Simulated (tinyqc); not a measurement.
# Scattering of inversion-layer electrons by surface optical phonons of the gate insulator (remote phonon scattering), step by step

A worked calculation. Computed by tinyqc, a small Python program that keeps every step. Command: `OMP_NUM_THREADS=1 python tinyqc.py 3110355 3110356 out.jsonl sophonon walk`. One thread of a shared host (Intel(R) Xeon(R) Processor @ 2.30GHz), about 0.02 s of CPU time with the checks. Intermediate numbers are printed to about 7 digits and carried at full precision; extremes and crossings named in words are read from the listed rows.

One subband with the Fang-Howard envelope; insulator and channel are half-spaces, the gate is far away, and an interlayer only moves the polar surface away by t (its own modes and its permittivity contrast are left out).

Inputs (values chosen for the exercise, modelled on SiO2 on germanium):

| quantity | value | unit |
|---|---|---|
| static constant of the insulator eps_0s | 3.8 | - |
| intermediate constant eps_i | 3 | - |
| optical constant eps_inf | 2.48 | - |
| hbar omega_TO1 | 55.6 | meV |
| hbar omega_TO2 | 140 | meV |
| constant of the channel eps_s | 16.2 | - |
| in-plane mass m | 0.123 | m_0 |
| valleys g_v | 4 | - |
| sheet density n | 1.2e+12 | 1/cm^2 |
| mean distance of the electrons z0 = 3/b | 2.1 | nm |
| interlayer thickness t | 0 | nm |
| temperature T | 250 | K |
| electron energy E | 68 | meV |
| mobility from other processes | 530 | cm^2/(V s) |

Screening by the channel electrons: static.

Constants: k_B = 8.617333262e-05 eV/K; hbar^2/(2 m_0) = 3.80998212 eV angstrom^2; e^2/(4 pi eps_0) = 14.39964548 eV angstrom; hbar = 6.582119569e-16 eV s; e = 1.602176634e-19 C; m_0 = 9.1093837015e-31 kg.

## Surface modes and strengths

eps(w) = eps_inf + (eps_0s - eps_i) w1^2/(w1^2 - w^2) + (eps_i - eps_inf) w2^2/(w2^2 - w^2). Surface modes solve eps(w) + eps_s = 0, a quadratic in w^2; the strength of a mode is g = 2/(w d eps/dw). Occupation N = 1/(exp(hbar w/(k_B T)) - 1).

hbar omega_SO (meV): 1 56.7405, 2 141.9503

strengths g: 1 0.002061247, 2 0.001471944

occupations N: 1 0.07736119, 2 0.00137723

hbar omega g (2 N + 1) (meV): 1 0.1350519, 2 0.2095183

The lower mode has the larger hbar omega g N, the prefactor of absorption before the dependence on q: 0.00905 and 2.88e-4 meV.

## The electron gas

Density of states D = g_v m/(pi hbar^2); eta = E_F/(k_B T) = ln(exp(n/(D k_B T)) - 1); screening wave number q_s = e^2 D/(2 eps_0 eps_avg) x 1/(1 + exp(-eta)), eps_avg = (eps_s + eps_inf)/2; b = 3/z0.

D = 2.055239e+14 1/(eV cm^2)

eta = -1.166982

q_s = 0.4726391 1/nm

b = 1.428571 1/nm

## Squared matrix elements

For a mode of strength g, without the occupation factor, Area x |M(q)|^2 = e^2 hbar w g/(2 eps_0 q) x (b/(b + q))^6 exp(-2 q t) / (1 + (q_s/q) H(q))^2, H = (1 + 9 x/8 + 3 x^2/8)/(1 + x)^3, x = q/b.

Area x |M|^2 (meV^2 nm^2):

| q (1/nm) | (b/(b + q))^6 | exp(-2 q t) | mode 1 | mode 2 |
|---|---|---|---|---|
| 0.05 | 0.8135006 | 1 | 176.8909 | 316.0164 |
| 0.10 | 0.6663422 | 1 | 263.8936 | 471.4473 |
| 0.20 | 0.4555865 | 1 | 295.0931 | 527.1854 |
| 0.30 | 0.3186308 | 1 | 251.4574 | 449.2300 |
| 0.50 | 0.1651952 | 1 | 144.9329 | 258.9234 |
| 0.80 | 0.0693829 | 1 | 56.7243 | 101.3383 |
| 1.20 | 0.0257687 | 1 | 17.4937 | 31.2527 |

## Rates at the energy E

Approximate momentum relaxation rate, taking tau v alike in the initial and final states: 1/tau = (m/(2 pi hbar^3)) sum over modes and over absorption (N, E' = E + hbar w) and emission (N + 1, E' = E - hbar w > 0) of [(1 - f(E'))/(1 - f(E))] int_0^(2 pi) Area |M(q)|^2 (1 - cos theta) d theta, q^2 = k^2 + k'^2 - 2 k k' cos theta, f the Fermi function; 48 midpoints in theta from 0 to pi.

rates (1/ps): mode 1 absorption 0.0086931, mode 1 emission 0.2628694, mode 2 absorption 0.0001707, mode 2 emission 0.0000000

tau at E = 3680.080 fs

## Mobility

mu = (e/m) int tau E f (1 - f) dE/(k_B T int f dE), by 300 midpoints from 0 to (max(eta, 0) + 14) k_B T; Matthiessen sum with the other processes.

remote-phonon mobility = 639000.2 cm^2/(V s)

total mobility = 529.5608 cm^2/(V s)

loss of mobility = 0.08287334 %

Caution: a relaxation time is only an approximation for inelastic scattering, and static or no screening brackets the true dynamic screening only roughly.

## What an interlayer buys

The formulas are those given above.

Against the interlayer thickness:

| t (nm) | remote-phonon mobility (cm^2/(V s)) | total (cm^2/(V s)) |
|---|---|---|
| 0.0 | 6.390002e+05 | 529.5608 |
| 0.3 | 9.522831e+05 | 529.7052 |
| 0.6 | 1.403880e+06 | 529.8000 |
| 1.0 | 2.312080e+06 | 529.8785 |
| 1.5 | 4.177150e+06 | 529.9328 |
| 2.0 | 7.274557e+06 | 529.9614 |
| 3.0 | 1.988156e+07 | 529.9859 |

1 nm of interlayer raises the remote-phonon mobility by a factor 3.62, as exp(2 q t) with an effective q of 0.64 per nm; between 2 and 3 nm the effective q is 0.50. The total stays at 530 over the first nanometre.

Checks made by the program: sum of strengths against 1/(eps_s + eps_inf) - 1/(eps_s + eps_0s) (relative difference below 1e-10).
